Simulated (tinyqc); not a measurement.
# A square-lattice strip 3 sites wide in a magnetic flux, recursive Green functions, step by step

Numbers from tinyqc (`OMP_NUM_THREADS=1 python tinyqc.py 2660112 2660113 out.jsonl`; about 0.02 s on one thread of a shared Intel Xeon 2.30GHz). Printed values are rounded.

The device has N = 4 slices of 3 site(s), nearest-neighbour hopping -t, and site energies U; the leads are semi-infinite continuations with site energy 0 and no flux. The hopping from slice i to i + 1 inside the device carries the phase exp(2 pi i f j) on row j = 1, 2, ...: V = <i+1|H|i> = -t diag(exp(2 pi i f j)).

Values chosen for this exercise:

| symbol | value | unit | meaning |
|---|---|---|---|
| t | 1 | eV | hopping (matrix element -t) |
| U | [0.03, -0.24, -0.01, -0.11, -0.14, 0.09, 0.06, 0.07, -0.13, 0.05, 0.01, 0.23] | eV | site energies, slice by slice (3 a slice) |
| E | 2.68 | eV | energy |
| f | 0.43 | h/q | magnetic flux through each plaquette inside the device |

## Self-energy of the leads

Transverse modes n = 1..3: chi_n(j) = sqrt(2/4) sin(pi n j/4), energy e_n = -2 t cos(pi n/4). Sigma = t^2 sum_n chi_n chi_n^T g(E - e_n), g(x) = (x - i sqrt(4 t^2 - x^2))/(2 t^2) for |x| < 2 t and (x - sign(x) sqrt(x^2 - 4 t^2))/(2 t^2) otherwise; Gamma = i (Sigma - Sigma^dagger); both leads give the same.

Sigma (eV):
$$\begin{pmatrix}
0.447458-0.193560i & -0.131530+0.273735i & -0.000577-0.193560i \\
-0.131530+0.273735i & 0.446881-0.387120i & -0.131530+0.273735i \\
-0.000577-0.193560i & -0.131530+0.273735i & 0.447458-0.193560i
\end{pmatrix}$$

Gamma (eV):
$$\begin{pmatrix}
0.387120 & -0.547470 & 0.387120 \\
-0.547470 & 0.774239 & -0.547470 \\
0.387120 & -0.547470 & 0.387120
\end{pmatrix}$$

open modes = 1

## Hopping between slices

V = -t diag(exp(2 pi i f j)), j = 1, 2, ...

V (eV):
$$\begin{pmatrix}
0.904827-0.425779i & 0.000000+0.000000i & 0.000000+0.000000i \\
0.000000+0.000000i & -0.637424+0.770513i & 0.000000+0.000000i \\
0.000000+0.000000i & 0.000000+0.000000i & 0.248690-0.968583i
\end{pmatrix}$$

## Slice 1

Forward pass: g_1 = (E - H_1 - Sigma)^(-1), g_i = (E - H_i - V g_(i-1) V^dagger)^(-1), with Sigma also subtracted on the last slice; G_(i,1) = g_i V G_(i-1,1), starting from g_1. H_i is the block of slice i: its site energies on the diagonal and -t between neighbouring rows.

g_1 (1/eV):
$$\begin{pmatrix}
0.464298-0.181952i & -0.139610+0.239361i & 0.009977-0.178706i \\
-0.139610+0.239361i & 0.429157-0.314882i & -0.137119+0.235090i \\
0.009977-0.178706i & -0.137119+0.235090i & 0.455837-0.175518i
\end{pmatrix}$$

## Slice 2

As before.

g_2 (1/eV):
$$\begin{pmatrix}
0.510357-0.017306i & -0.213184-0.004749i & 0.109229-0.018410i \\
-0.237151-0.028280i & 0.583901-0.024058i & -0.231793-0.004522i \\
0.073214+0.009023i & -0.259662-0.029375i & 0.564584-0.020011i
\end{pmatrix}$$

G_(2,1) (1/eV):
$$\begin{pmatrix}
0.168077-0.137701i & 0.026107+0.045485i & -0.033446-0.080568i \\
-0.114188-0.060054i & -0.035696+0.201040i & -0.038734+0.007031i \\
-0.051911+0.019784i & 0.132498-0.012966i & -0.028266-0.216439i
\end{pmatrix}$$

## Slice 3

As before.

g_3 (1/eV):
$$\begin{pmatrix}
0.578272-0.009581i & -0.273829+0.031773i & 0.116989-0.006492i \\
-0.260430-0.009131i & 0.692985-0.018062i & -0.252806+0.031606i \\
0.100521-0.001371i & -0.238846-0.010799i & 0.533831-0.008690i
\end{pmatrix}$$

G_(3,1) (1/eV):
$$\begin{pmatrix}
0.022228-0.090518i & 0.067811+0.039859i & -0.067606-0.024978i \\
0.052154-0.000119i & -0.106308-0.079790i & 0.084626-0.008431i \\
-0.016031+0.020153i & 0.043988-0.028843i & -0.127439-0.010054i
\end{pmatrix}$$

## Slice 4

As before.

g_4 (1/eV):
$$\begin{pmatrix}
0.481885-0.275461i & 0.018176+0.413280i & -0.142583-0.276353i \\
-0.009886+0.376405i & 0.354267-0.579276i & 0.014294+0.454855i \\
-0.114999-0.319732i & -0.013001+0.419087i & 0.512183-0.336192i
\end{pmatrix}$$

G_(4,1) (1/eV):
$$\begin{pmatrix}
-0.0478292-0.0591428i & 0.0435760+0.0465337i & -0.0236026-0.0013595i \\
0.0370307+0.0347933i & 0.0467158-0.0648986i & -0.0331414+0.0082828i \\
-0.0286751+0.0072798i & -0.0208158+0.0089147i & 0.0007100+0.0773155i
\end{pmatrix}$$

## Transmission and its channels

T(E) = Tr[Gamma G_(N,1) Gamma G_(N,1)^dagger]. The non-zero eigenvalues T_n of the matrix under the trace are the channel transmissions; Fano factor sum T_n (1 - T_n)/sum T_n.

T(E) = 0.00928386
T_n (in units of 1e-3): [9.28386]
Fano factor = 0.990716

With 1 open mode(s) in the leads T(E) cannot exceed 1. Inverting the whole matrix gives the same value.
